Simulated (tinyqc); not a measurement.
# Charges from the flat band at three thicknesses

Inverse problem. For a gate stack whose outer layer (permittivity e2) is made in three thicknesses t2, Vfb = V0 - (q/eps0) [Qb t2/e2 + r2 t2^2/(2 e2)], with Qb the sheet density of all charge below that layer and r2 the uniform density in it. Find V0, Qb and r2.

Values chosen for this exercise: relative permittivity of layer 2 e2 = 24.8.

Constants: q = 1.602176634e-19 C, eps0 = 8.8541878128e-14 F/cm where lengths are in cm. Results are converted to the units shown.

t2 (nm): 2.3  4.2  7.6
Vfb (V): -0.37297931  -0.37817801  -0.36249946

Solution. A parabola through the three points gives the three coefficients.

V0 = -0.353 V
Qb = 1.61e12 cm^-2
r2 = -3.80e18 cm^-3

tinyqc, about 0.01 s, one thread, Intel Xeon 2.30GHz (shared host): `OMP_NUM_THREADS=1 python tinyqc.py 2010007 2010008 out.jsonl`
